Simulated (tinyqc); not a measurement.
# Tunnelling through a two-layer gate stack, WKB transmission and Tsu-Esaki current: current against voltage

Electrons leave the emitter at x = 0. Energies E (motion across the layers) are in eV from the emitter Fermi level; the collector Fermi level lies at -V and offers states at every E. No charge in the dielectric and no image force: F1 = V/(t1 + t2 eps1/eps2), F2 = F1 eps1/eps2; U = phi1 - F1 x in layer 1 and phi2 - F1 t1 - F2 (x - t1) in layer 2. With C = hbar^2/(2 m0), kappa = sqrt(m (U - E)/C) where U > E and 0 elsewhere; T(E) = exp(-S), S = 2 times the integral of kappa over x.

Each layer adds (2/F) sqrt(m/C) [G(u at its left edge) - G(u at its right edge)] to S, with u = U - E (0 where negative) and G(u) = (2/3) u^1.5. J = J0 times the integral of T(E) N(E) dE, N = ln[(1 + exp(-E/Vt))/(1 + exp((-E - V)/Vt))], J0 = q^2 me m0 kB T/(2 pi^2 hbar^3) (times 1e-4 for A/cm^2 per eV), from E = -Ef to far above the barrier (T = 1 there), by quadrature converged to the digits shown.

Values chosen for this exercise; layer 1 close to aluminium oxide, layer 2 close to hafnium oxide: temperature T = 350 K; Fermi energy of the emitter above its band bottom Ef = 0.12 eV; emitter mass in the supply function me = 1 m0; barrier of layer 1 above the emitter Fermi level at zero bias phi1 = 2.53 eV; tunnelling mass of layer 1 m1 = 0.4 m0; thickness of layer 1 t1 = 1.2 nm; relative permittivity of layer 1 eps1 = 9.25; barrier of layer 2 at zero bias phi2 = 1.45 eV; tunnelling mass of layer 2 m2 = 0.2 m0; thickness of layer 2 t2 = 3.3 nm; relative permittivity of layer 2 eps2 = 22.2.

Constants: q = 1.602176634e-19 C, kB = 1.380649e-23 J/K, hbar = 1.054571817e-34 J s, m0 = 9.1093837015e-31 kg, Vt = kB T/q, hbar^2/(2 m0) = 0.0380998212 eV nm^2. Results are converted to the units shown.

Results:
```
V (V)	S at E = 0	T(E = 0)	J (A/cm^2)	mean E of the current (eV)
0.2	29.52	1.517e-13	1.287e-5	-0.04308
0.49	27.87	7.877e-13	6.552e-5	-0.04104
0.77	26.12	4.542e-12	3.662e-4	-0.03788
1.06	24.05	3.574e-11	0.002767	-0.03204
1.35	21.52	4.493e-10	0.03384	-0.01334
1.64	17.92	1.652e-8	1.094	-0.01064
1.92	15.27	2.338e-7	16.48	-0.02603
2.5	11.96	6.397e-6	534.0	-0.04364
```

Estimate the missing row, V = 2.21 V.

Computed row:
```
V (V)	S at E = 0	T(E = 0)	J (A/cm^2)	mean E of the current (eV)
2.21	13.33	1.618e-6	123.8	-0.03628
```

With this row back in the table: J rises from 1.29e-5 to 534 A/cm^2, by 2.44 decades a volt between the first two rows and 2.19 between the last two. From V = 1.64 V on (among the rows) a band edge falls below the emitter Fermi level, so electrons at E = 0 no longer cross the full thickness.

tinyqc, about 0.03 s, one thread, Intel Xeon 2.30GHz (shared host): `OMP_NUM_THREADS=1 python tinyqc.py 2540036 2540037 out.jsonl`
